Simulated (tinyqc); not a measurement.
# Worked calculation: off-state leakage of single and stacked transistors

tinyqc, about 0.03 s, one thread, Intel Xeon 2.30GHz (shared host): `OMP_NUM_THREADS=1 python tinyqc.py 2242073 2242074 out.jsonl` Printed values are rounded.

n-channel devices of unit width. Subthreshold current I(Vg, Vs, Vd) = I0 (T/300 K)^0.5 exp[(Vg - Vs - VT(T) - gb (Vs - Vb) + dd (Vd - Vs))/(nf Vt)] (1 - exp(-(Vd - Vs)/Vt)), VT(T) = VT - cT (T - 300 K). Gate-edge tunnelling Ig (Vd/1 V) exp(ag (Vd - 1 V)), for a gate at 0 V, and band-to-band leakage Ab u exp(-Bb/u), u = Vd - Vb + 1 V, flow at a drain held at V; both are taken as independent of T. In a stack of off transistors (all gates at 0 V) the same subthreshold current passes through each.

Parameters, values chosen for the exercise; values of the order met in bulk silicon logic transistors: temperature T = 330 K; supply voltage V = 1 V; threshold at 300 K, zero drain and body bias VT = 0.42 V; fall of the threshold with temperature cT = 0.7 mV/K; current at threshold at 300 K I0 = 0.18 uA/um; slope factor nf = 1.4; drain-induced lowering per volt dd = 0.07; rise of the threshold per volt of source-body bias gb = 0.11; gate-edge tunnelling current at 1 V Ig = 2e-6 uA/um; exponential slope of the gate current ag = 5.1 1/V; prefactor of band-to-band leakage at the drain Ab = 20 uA/(um V); its exponential voltage Bb = 23 V; body voltage Vb = -0.6 V.

Constants: q = 1.602176634e-19 C, kB = 1.380649e-23 J/K, Vt = kB T/q. Results are converted to the units shown.

## Leakage of one transistor

Vg = Vs = 0, Vd = V; effective threshold VT(T) - gb Vb - dd V.

effective threshold = 0.395 V
parts (nA/um): subthreshold 0.00926974, gate edge 0.002, band-to-band 7.48458
total = 7.49585 nA/um
shares (%): subthreshold 0.123665, gate edge 0.0266814, band-to-band 99.8497

The band-to-band part is the largest.

## Starting value

Vx = dd V/(1 + gb + 2 dd), the solution for Vx well above Vt, rounded to three decimals.

Vx at the start = 0.056 V

## Iteration 1: new Vx

Stack of two, Vx the node between them: I_low = I(0, 0, Vx), I_up = I(0, Vx, V), f = ln(I_up/I_low), f' = -(1 + gb + 2 dd)/(nf Vt) - 1/(Vt (exp(Vx/Vt) - 1)) - 1/(Vt (exp((V - Vx)/Vt) - 1)), Vx(new) = Vx - f/f'.

I_low = 0.00151686 nA/um
I_up = 0.00176290 nA/um
f = 0.150313
f' = -37.1012 1/V
Vx after iteration 1 = 0.0600514 V

## Iteration 2: new Vx

As before.

I_low = 0.00156061 nA/um
I_up = 0.00156342 nA/um
f = 0.00179929
f' = -36.2396 1/V
Vx after iteration 2 = 0.0601011 V

## Course of the iteration

Stop when the step is below 1e-11 V, or after 40 iterations.

Course of the iteration:
```
iteration  Vx before the step (V)  step (V)
1                           0.056   4.05e-3
2                       0.0600514   4.96e-5
3                       0.0601011   6.59e-9
4                       0.0601011   < 1e-15
```

Converged in 4 iterations. The subthreshold current of the stack is 0.001561 nA/um, 5.94 times less than that of one transistor (the drain leakage is unchanged); the estimate exp[dd V (1 + gb + dd)/((1 + gb + 2 dd) nf Vt)] gives 5.26.
